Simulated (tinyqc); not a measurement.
From results back to parameters: thin (001) film in sp3s* tight binding with raised dangling bonds. Five cases, with inputs chosen for the exercise.

Problem. The gap of a passivated film (lowest level above mid-gap less highest below, mid-gap being half the lower bulk edge) belongs to a hidden number of planes between 6 and 45.

Planes alternate anion (a), cation (c) along [001], a/4 apart, starting with an anion; zero in-plane momentum; levels counted from the bulk Ev, the lower root of [[Epa, Vxx], [Vxx, Epc]]; no spin-orbit coupling. Block of s, pz, s*: from an anion to the cation above, Vss/2 (s,s), Vsapc/2 (s,z), -Vscpa/2 (z,s), Vxx/2 (z,z), Vxapc/2 (s*,z), -Vpaxc/2 (z,s*); to the cation below the same with the s-z and s*-z signs reversed. Block of u = (px + py)/sqrt2 and v = (px - py)/sqrt2: to the cation above (Vxx + Vxy)/2 for u and (Vxx - Vxy)/2 for v, to the cation below the reverse. Each surface atom has two dangling sp3 hybrids; raising both by dl adds (dl/2) [[1, t], [t, 1]] to its s, pz levels (t = -1 at the bottom face, +1 at the top) and dl to the one of u, v in whose plane the missing bonds lie (v for a bottom anion or a top cation, u for a top anion).

Find: N; thickness N a/4.

Case 1.

Values chosen (out of a larger set: near a published set for GaAs, fitted to gaps, whose masses and valley positions are rough; not measured data): p = (-8.387, 1.035, -2.651, 3.666, 8.568, 6.688, -6.437, 1.957, 5.037, 4.479, 5.811, 4.864, 4.77) eV (order Esa, Epa, Esc, Epc, Exa, Exc, Vss, Vxx, Vxy, Vsapc, Vscpa, Vxapc, Vpaxc); dp = 30 eV (value of dl for the passivated films); a = 5.657 angstrom (lattice constant).

edges (eV): Gamma 1.5356, Delta 2.0048

gap of the film = 1.6795 eV

Solution.

N = 25
thickness N a/4 = 35.36 angstrom

Computing the films in turn gives 1.6923, 1.6795 and 1.6750 eV for N = 24, 25 and 26; no other N in the range comes within 1 meV.

Case 2.

Values chosen (out of a larger set: near a published set for Si, fitted to gaps, whose masses and valley positions are rough; not measured data): p = (-4.182, 1.724, -4.182, 1.724, 6.754, 6.754, -8.252, 1.716, 4.582, 5.78, 5.78, 5.387, 5.387) eV (order Esa, Epa, Esc, Epc, Exa, Exc, Vss, Vxx, Vxy, Vsapc, Vscpa, Vxapc, Vpaxc); dp = 30 eV (value of dl for the passivated films); a = 5.428 angstrom (lattice constant).

edges (eV): Gamma 3.4320, Delta 1.2160

gap of the film = 1.8209 eV

Solution.

N = 9
thickness N a/4 = 12.21 angstrom

Computing the films in turn gives 1.8657, 1.8209 and 1.6977 eV for N = 8, 9 and 10; no other N in the range comes within 1 meV.

Case 3.

Values chosen (out of a larger set: near a published set for InAs, fitted to gaps, whose masses and valley positions are rough; not measured data): p = (-9.517, 0.908, -2.716, 3.729, 7.408, 6.722, -5.615, 1.834, 4.486, 3.031, 5.439, 3.367, 3.904) eV (order Esa, Epa, Esc, Epc, Exa, Exc, Vss, Vxx, Vxy, Vsapc, Vscpa, Vxapc, Vpaxc); dp = 30 eV (value of dl for the passivated films); a = 6.052 angstrom (lattice constant).

edges (eV): Gamma 0.4431, Delta 2.2865

gap of the film = 0.5705 eV

Solution.

N = 29
thickness N a/4 = 43.88 angstrom

Computing the films in turn gives 0.5927, 0.5705 and 0.5798 eV for N = 28, 29 and 30; no other N in the range comes within 1 meV.

Case 4.

Values chosen (out of a larger set: near a published set for Si, fitted to gaps, whose masses and valley positions are rough; not measured data): p = (-4.241, 1.702, -4.241, 1.702, 6.66, 6.66, -8.353, 1.73, 4.59, 5.747, 5.747, 5.408, 5.408) eV (order Esa, Epa, Esc, Epc, Exa, Exc, Vss, Vxx, Vxy, Vsapc, Vscpa, Vxapc, Vpaxc); dp = 30 eV (value of dl for the passivated films); a = 5.431 angstrom (lattice constant).

edges (eV): Gamma 3.4600, Delta 1.1605

gap of the film = 1.5154 eV

Solution.

N = 12
thickness N a/4 = 16.29 angstrom

Computing the films in turn gives 1.6000, 1.5154 and 1.5000 eV for N = 11, 12 and 13; no other N in the range comes within 1 meV.

Case 5.

Values chosen (out of a larger set: near a published set for AlAs, fitted to gaps, whose masses and valley positions are rough; not measured data): p = (-7.606, 0.994, -1.165, 3.591, 7.545, 6.753, -6.667, 1.883, 4.26, 5.118, 5.446, 4.489, 4.968) eV (order Esa, Epa, Esc, Epc, Exa, Exc, Vss, Vxx, Vxy, Vsapc, Vscpa, Vxapc, Vpaxc); dp = 30 eV (value of dl for the passivated films); a = 5.665 angstrom (lattice constant).

edges (eV): Gamma 3.0134, Delta 2.3009

gap of the film = 2.6473 eV

Solution.

N = 9
thickness N a/4 = 12.75 angstrom

Computing the films in turn gives 2.7006, 2.6473 and 2.5669 eV for N = 8, 9 and 10; no other N in the range comes within 1 meV.

Computed by tinyqc, one run a case: `OMP_NUM_THREADS=1 python tinyqc.py N N+1 out.jsonl` with N = 1480692, 1480709, 1480834, 1480871, 1480957; one thread of a shared Intel(R) Xeon(R) Processor @ 2.30GHz, about 0.6 s a run at most.
